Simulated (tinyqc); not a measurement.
Shallow donor in an anisotropic valley (effective-mass theory): one step. The minimum. Five cases, with inputs chosen for the exercise.

Task: Minimise over a and b. The Mott estimate n_c = (0.25/a_m)^3 uses a_m = (a^2 b)^(1/3); 1/angstrom^3 = 1e24/cm^3.

One valley: H = -c [(d2/dx2 + d2/dy2)/mt + (d2/dz2)/ml] - q/(eps r), c = hbar^2/2m0, q = e^2/(4 pi eps0). Trial function exp(-sqrt((x^2 + y^2)/a^2 + z^2/b^2)) with a > b: T = (c/3)(2/(mt a^2) + 1/(ml b^2)), V = -(q/eps) atan(u/b)/u, u = sqrt(a^2 - b^2). The central cell of the impurity is left out.

Constants: hbar^2/2m0 = 3.80998211 eV angstrom^2; e^2/(4 pi eps0) = 14.39964547 eV angstrom.

Give: a; b; E; a_m; n_c.

Case 1.

Values chosen (out of a larger set: near those of a group-V donor in Si; not measured data):
- ml = 0.949 m0 (longitudinal mass)
- mt = 0.19 m0 (transverse mass)
- eps = 11.8 (dielectric constant)

Result:

a = 24.45 angstrom
b = 13.87 angstrom
E = -29.323 meV
a_m = 20.24 angstrom
n_c = 1.89 x 1e18/cm^3

b/a = 0.567. The binding energy is 1.579 times Ry*(mt). The central cell of a real donor shrinks the orbit and raises n_c (3.7 x 1e18/cm^3 for P in Si).

Case 2.

Values chosen (out of a larger set: near those of AlAs; not measured data):
- ml = 1.14 m0 (longitudinal mass)
- mt = 0.186 m0 (transverse mass)
- eps = 10 (dielectric constant)

Result:

a = 20.52 angstrom
b = 10.84 angstrom
E = -41.912 meV
a_m = 16.59 angstrom
n_c = 3.42 x 1e18/cm^3

b/a = 0.528. The binding energy is 1.656 times Ry*(mt). The central cell of a real donor shrinks the orbit and raises n_c.

Case 3.

Values chosen (out of a larger set: near those of a group-V donor in Si; not measured data):
- ml = 0.914 m0 (longitudinal mass)
- mt = 0.19 m0 (transverse mass)
- eps = 11.4 (dielectric constant)

Result:

a = 23.76 angstrom
b = 13.65 angstrom
E = -31.137 meV
a_m = 19.75 angstrom
n_c = 2.03 x 1e18/cm^3

b/a = 0.575. The binding energy is 1.565 times Ry*(mt). The central cell of a real donor shrinks the orbit and raises n_c (3.7 x 1e18/cm^3 for P in Si).

Case 4.

Values chosen (out of a larger set: near those of AlAs; not measured data):
- ml = 1.113 m0 (longitudinal mass)
- mt = 0.195 m0 (transverse mass)
- eps = 10 (dielectric constant)

Result:

a = 19.78 angstrom
b = 10.71 angstrom
E = -43.231 meV
a_m = 16.12 angstrom
n_c = 3.73 x 1e18/cm^3

b/a = 0.541. The binding energy is 1.629 times Ry*(mt). The central cell of a real donor shrinks the orbit and raises n_c.

Case 5.

Values chosen (out of a larger set: near those of a group-V donor in Si; not measured data):
- ml = 0.885 m0 (longitudinal mass)
- mt = 0.193 m0 (transverse mass)
- eps = 11.1 (dielectric constant)

Result:

a = 22.95 angstrom
b = 13.41 angstrom
E = -32.979 meV
a_m = 19.18 angstrom
n_c = 2.21 x 1e18/cm^3

b/a = 0.584. The binding energy is 1.547 times Ry*(mt). The central cell of a real donor shrinks the orbit and raises n_c (3.7 x 1e18/cm^3 for P in Si).

Computed by tinyqc, one run a case: `OMP_NUM_THREADS=1 python tinyqc.py N N+1 out.jsonl` with N = 1250360, 1250415, 1250484, 1250704, 1250791; one thread of a shared Intel(R) Xeon(R) Processor @ 2.30GHz, about 0.01 s a run at most.
